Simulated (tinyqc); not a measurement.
Plane-wave Kohn-Sham cycle with exchange-only LDA in a layered model solid, step by step. Computed by tinyqc, a small Python program that keeps every step. Settings: points = 16, plane-wave index or count = 2, electrons = 2, k points = 2, area = 14.0, mixing = 0.3, iteration cap = 69, Kerker q0 = 0.76. Command: `OMP_NUM_THREADS=1 python tinyqc.py 27897 27898 out.jsonl` (the two numbers bound the seeds that draw the settings). One thread of a shared host (Intel(R) Xeon(R) Processor @ 2.60GHz), about 0.02 s of CPU time with the checks.

A solid whose potential varies along x alone (atomic units):
```
parameter                      value
period a                   16.200000
cross-section of the cell  14.000000
electrons per cell                 2
grid points                       16
plane waves -n..n, n               2
k points                           2
V1 in V1 cos(2 pi x/a)     -0.660000
```

Stop when sqrt(dV sum R^2) is below 1e-8, dV = a A/N.

Course of the cycle:
```
iteration  E (hartree)  norm of the residual
1           -1.2990579              1.89e-01
2           -1.1660685              1.69e-01
3           -1.0536472              1.51e-01
4           -0.9597353              1.35e-01
5           -0.8820980              1.21e-01
6           -0.8186904              1.08e-01
7           -0.7676710              9.57e-02
8           -0.7273298              8.48e-02
9           -0.6960234              7.51e-02
10          -0.6721586              6.66e-02
11          -0.6542347              5.92e-02
...                ...                   ...
59          -0.6065845              1.06e-05
60          -0.6065845              8.82e-06
61          -0.6065845              7.31e-06
62          -0.6065845              6.07e-06
63          -0.6065845              5.03e-06
64          -0.6065845              4.17e-06
65          -0.6065845              3.46e-06
66          -0.6065845              2.87e-06
67          -0.6065845              2.38e-06
68          -0.6065845              1.98e-06
69          -0.6065845              1.64e-06
```

Can the last value be used, and what does the course show?

Not by the stop rule, although the second column moves by less than 1e-07 over the last three steps. Not converged within 69 iterations: the residual falls steadily but slowly, by a factor of about 0.83 a step. Reruns (cap 100 unless said): mixing 0.1: not converged; mixing 0.5, Kerker q0 1.0: converged in 82 (E = -0.60658); mixing 0.3, Pulay depth 5: converged in 27 (E = -0.60658); the original settings with a cap of 400: converged in 97 (E = -0.60658).
